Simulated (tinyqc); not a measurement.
Finite line against the semi-infinite law: electromigration in a confined line: Blech product, Korhonen stress evolution and Black's law. Computed by tinyqc, a small Python program. Command: `OMP_NUM_THREADS=1 python tinyqc.py 3029211 3029212 out.jsonl emigr walk`. One thread of a shared host (Intel(R) Xeon(R) Processor @ 2.30GHz), about 0.01 s of CPU time with the checks.

The electron wind pushes atoms from the cathode (x = 0) to the anode (x = L); blocking ends build a back stress (tension positive). The input rho is taken not to change with temperature. d sigma/dt = d/dx [kappa (d sigma/dx + G)], with zero flux at both ends and sigma = 0 at t = 0.

Inputs (values chosen for the exercise, close to those used for copper lines):
```
quantity                      value          unit
resistivity rho                3.48  micro-ohm cm
atomic volume Omega            11.8    angstrom^3
effective charge number Z*      1.2             -
prefactor D0                1.3e-08         m^2/s
activation energy E           0.841            eV
effective modulus B              19           GPa
critical stress sigma_c         130           MPa
current density j               1.1       MA/cm^2
line length L                    20            um
test temperature T              350             C
```

Start: stress-free.

Constants: e = 1.602176634e-19 C; k_B = 8.617333262e-05 eV/K; k_B = 1.380649e-23 J/K.

Method:
- G = Z* e rho j/Omega; D = D0 exp(-E/(k_B T)); kappa = D B Omega/(k_B T); drift velocity of an unconfined line v = D Z* e rho j/(k_B T). SI: 1 micro-ohm cm = 1e-8 ohm m, 1 MA/cm^2 = 1e10 A/m^2.
- Temperatures in kelvin are T(C) + 273.15.
- At steady state sigma(x) = G (L/2 - x). A void forms only if the cathode stress reaches sigma_c, that is if j L exceeds (j L)_c = 2 Omega (sigma_c)/(Z* e rho). Time scale tau = L^2/kappa.
- sigma(x, t) = G L [1/2 - x/L - 4 sum_(m odd) cos(m pi x/L) exp(-m^2 pi^2 s)/(m pi)^2], s = t/tau, summed to m = 399.
- Semi-infinite line: sigma(0, t) = 2 G L sqrt(s/pi). One-term form: keep m = 1 alone.

tau = 2.07737 h

stress gradient G = 6.23708 MPa/um

Cathode stress (MPa):
```
s           t (h)  full series  semi-infinite  one term
0.002  4.1547e-03        6.295           6.29    12.803
0.005  1.0387e-02        9.953           9.95    14.249
0.01   2.0774e-02       14.076          14.08    16.566
0.02   4.1547e-02       19.906          19.91    20.871
0.05   1.0387e-01       31.440          31.47    31.507
0.1    2.0774e-01       43.527          44.51    43.528
0.2    4.1547e-01       55.348          62.95    55.348
0.4    8.3095e-01       61.395          89.02    61.395
0.8    1.6619e+00       62.352         125.90    62.352
```

What does the comparison show, and why?

Among these rows the semi-infinite law holds to 1 % up to s = 0.05 and the one-term form from s = 0.05 on: the far end is felt once sqrt(kappa t) is no longer small against L, and by then the terms with m > 1 have nearly died out. The critical stress 130 MPa is not reached in these rows.
